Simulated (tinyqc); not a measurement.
# From one set of inputs to another, one input at a time

Model: epitaxial growth on a vicinal surface: Burton-Cabrera-Frank step flow, step-edge barrier and island nucleation. Computed by tinyqc, a small Python program. Command: `OMP_NUM_THREADS=1 python tinyqc.py 3012411 3012412 out.jsonl stepflow ladder`. One thread of a shared host (Intel(R) Xeon(R) Processor @ 2.30GHz), about 0.06 s of CPU time with the checks.

Adatoms land at rate F, hop on a square grid (a simplification for hexagonal faces), desorb, or join steps. Lengths are in units of a and n is the adatom coverage. Steps ascend at x = 0 and descend at x = l.

The inputs printed are set A. Set A is close to those used for GaN(0001); the values taken over come from a set close to those used for GaAs(001). Inputs not listed in the table keep their values of set A, so the rows need not describe a real material.

Inputs (values chosen for the exercise, close to those used for GaN(0001)):

| quantity | value | unit |
|---|---|---|
| site spacing a | 3.19 | angstrom |
| step height h | 2.59 | angstrom |
| diffusion barrier E_d | 1.31 | eV |
| desorption energy E_a | 2.78 | eV |
| adatom formation energy E_f | 1.3 | eV |
| step-edge barrier E_s | 0.22 | eV |
| attempt frequency nu | 5 | THz |
| deposition rate F | 4.2 | layers/s |
| miscut angle | 0.2 | degrees |
| temperature T | 770 | C |
| critical nucleus size i | 1 | - |

Constants: k_B = 8.617333262e-05 eV/K.

Method:
- D = nu exp(-E_d/(k_B T)) (a^2/s, nu counted per direction); tau = exp(E_a/(k_B T))/nu; x_s = sqrt(D tau); n_eq = exp(-E_f/(k_B T)); terrace width l = h/(a tan(miscut)); Schwoebel length l_s = exp(E_s/(k_B T)) - 1.
- Temperatures in kelvin are T(C) + 273.15.
- D n'' - n/tau + F = 0 with n(0) = n_eq and -l_s n'(l) = n(l) - n_eq. With u = n - F tau, A = n_eq - F tau, y = l/x_s, s = l_s/x_s: u = A cosh(x/x_s) + B sinh(x/x_s), B = A (1 - cosh y - s sinh y)/(sinh y + s cosh y). Flux into the ascending step J+ = D B/x_s, over the descending one J- = -(D/x_s)(A sinh y + B cosh y); step velocity J+ + J-; growth rate (J+ + J-)/l. For small y: J+ + J- = (F - n_eq/tau) l, J-/J+ = l/(l + 2 l_s).
- The coverage peaks where n' = 0, tanh(x/x_s) = -B/A.
- Island density on a flat surface without desorption: N = 0.25 (F/D)^(i/(i+2)) exp(E_i/((i+2) k_B T)) per site, with E_i = 0 for i = 1; spacing l_n = N^(-1/2). Step flow needs an effective width l_eff = 2 x(peak) below l_n.

Each row keeps all changes above it:

| input moved | from | to | peak coverage | island density N on a flat surface (per site) | growth rate (layers/s) |
|---|---|---|---|---|---|
| set A | - | - | 1.3186e-02 | 0.003036 | 4.1983 |
| deposition rate F (layers/s) | 4.2 | 2.4 | 7.5353e-03 | 0.002520 | 2.3990 |
| diffusion barrier E_d (eV) | 1.31 | 1.38 | 1.6407e-02 | 0.003267 | 2.3979 |
| adatom formation energy E_f (eV) | 1.3 | 0.811 | 1.6527e-02 | 0.003267 | 2.3979 |
| desorption energy E_a (eV) | 2.78 | 2.67 | 1.6485e-02 | 0.003267 | 2.3928 |
| temperature T (C) | 770 | 510 | 2.9689e+00 | 0.017861 | 2.3999 |
| step-edge barrier E_s (eV) | 0.22 | 0 | 2.4661e+00 | 0.017861 | 2.3999 |
| miscut angle (degrees) | 0.2 | 2 | 2.4648e-02 | 0.017861 | 2.4000 |

Peak coverage goes from 0.0132 to 0.0246, a factor 1.87 in all. The largest single move comes from temperature T (a factor 180), and miscut angle works against it (a factor 0.00999). Island density N on a flat surface goes from 0.00304 to 0.0179, a factor 5.88 in all. The largest single move comes from temperature T (a factor 5.47), and deposition rate F works against it (a factor 0.830). Growth rate goes from 4.20 to 2.40, a factor 0.572 in all. The largest single move comes from deposition rate F (a factor 0.571). The single moves hold for this order of the switches; the total does not depend on the order.

Caution (all rows): twice the distance from the ascending step to the coverage peak exceeds the expected island spacing [0.25 (F/D)^(i/(i+2)) exp(E_i/((i+2) k_B T))]^(-1/2) by 40 % or more, so islands nucleate and the step-flow values are formal. Caution (all rows): the prefactor 0.25 and the criterion are estimates, good to a factor of about two in length.

Extremes, crossings and ranges named in words are read from the listed rows.
